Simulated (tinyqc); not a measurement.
# Carrier lifetime of a p-type layer with SRH, radiative, Auger and surface recombination: effect of the temperature at dn = 9e14 cm^-3

Uniform excess density dn = dp (no trapping), n = n0 + dn, p = p0 + dn, Boltzmann statistics, full ionisation. Surfaces enter as a rate 2 S dn/d, which holds while diffusion to them is fast.

Nc and Nv are given at 300 K and scale as (T/300 K)^1.5; all else is held fixed. ni = sqrt(Nc Nv) exp(-Eg/(2 Vt)), Eg in volts; majority density N/2 + sqrt(N^2/4 + ni^2), n0 p0 = ni^2; n1 = Nc exp(-Et/Vt), p1 = Nv exp((Et - Eg)/Vt); tn0 = 1/(sn vth Nt), tp0 = 1/(sp vth Nt). With e = n p - ni^2 = dn (n0 + p0 + dn): U_SRH = e/(tp0 (n + n1) + tn0 (p + p1)), U_rad = B e, U_Aug = (Cn n + Cp p) e, U_s = 2 S dn/d. Each tau is dn over its rate; tau = dn/U with U the sum. Here dn = 9e14 cm^-3.

Parameters, values chosen for the exercise; band and dielectric values close to those of gallium arsenide: band gap Eg = 1.44 eV; conduction-band density of states at the reference temperature Nc = 4.45e17 cm^-3; valence-band density of states at the reference temperature Nv = 9.09e18 cm^-3; radiative coefficient B = 6.91e-10 cm^3/s; acceptor density N = 2.3e17 cm^-3; Auger coefficient (two electrons) Cn = 1.6e-30 cm^6/s; Auger coefficient (two holes) Cp = 2.1e-30 cm^6/s; trap density Nt = 5.5e10 cm^-3; capture cross-section for electrons sn = 2e-14 cm^2; capture cross-section for holes sp = 3e-16 cm^2; thermal velocity (both carriers) vth = 1.2e7 cm/s; trap level below the conduction band Et = 0.37 eV; surface recombination velocity (both faces) S = 0 cm/s; sample thickness d = 3 um.

Constants: q = 1.602176634e-19 C, kB = 1.380649e-23 J/K, Vt = kB T/q. Results are converted to the units shown.

The same in every row: tau_rad (s) = 6.2676e-9; tau_Aug (s) = 8.9052e-6.

Results:

| T (K) | tau_SRH (s) | tau (s) | radiative share (%) | largest path |
|---|---|---|---|---|
| 200 | 9.5443e-5 | 6.2627e-9 | 99.923 | radiative |
| 240 | 9.5444e-5 | 6.2627e-9 | 99.923 | radiative |
| 280 | 9.5445e-5 | 6.2627e-9 | 99.923 | radiative |
| 320 | 9.5459e-5 | 6.2627e-9 | 99.923 | radiative |
| 400 | 9.5770e-5 | 6.2627e-9 | 99.923 | radiative |
| 440 | 9.6443e-5 | 6.2627e-9 | 99.923 | radiative |
| 480 | 9.8012e-5 | 6.2627e-9 | 99.923 | radiative |

Estimate the missing row, T = 360 K.

Computed row:

| T (K) | tau_SRH (s) | tau (s) | radiative share (%) | largest path |
|---|---|---|---|---|
| 360 | 9.5528e-5 | 6.2627e-9 | 99.923 | radiative |

With this row back in the table: Radiative recombination leads at T = 200 and in all other rows. tau_SRH rises from 9.54e-5 to 9.80e-5 s and the total lifetime stays near 6.26e-9 s.

Program tinyqc, `OMP_NUM_THREADS=1 python tinyqc.py 2300059 2300060 out.jsonl`; Intel Xeon 2.30GHz, shared host, one thread, about 0.01 s.
